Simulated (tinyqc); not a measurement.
Coupled-perturbed Hartree-Fock on RHF in the sto-3g basis, for H6, spin multiplicity 1, step by step. One step of it, computed by the program tinyqc.

Task: Response to a field: uncoupled start. Field along z; U_ai = -mu_ai / (e_a - e_i), alpha = -4 sum U_ai mu_ai.

orbital energies (hartree): MO1 -0.587614, MO2 -0.503880, MO3 -0.390887, MO4 0.275049, MO5 0.513359, MO6 0.775476

dipole integrals <a|z|i> (bohr):
```
           i1         i2        i3
a4  -0.061307  -0.000387  2.015046
a5   0.000048  -0.779522  0.000062
a6  -0.333988  -0.000097  0.063143
```

Give: uncoupled U; uncoupled polarisability.

Result:

uncoupled U:
```
        i1      i2       i3
a4  0.0711  0.0005  -3.0259
a5  0.0000  0.7663  -0.0001
a6  0.2450  0.0001  -0.0541
```

uncoupled polarisability = 27.1370 bohr^3
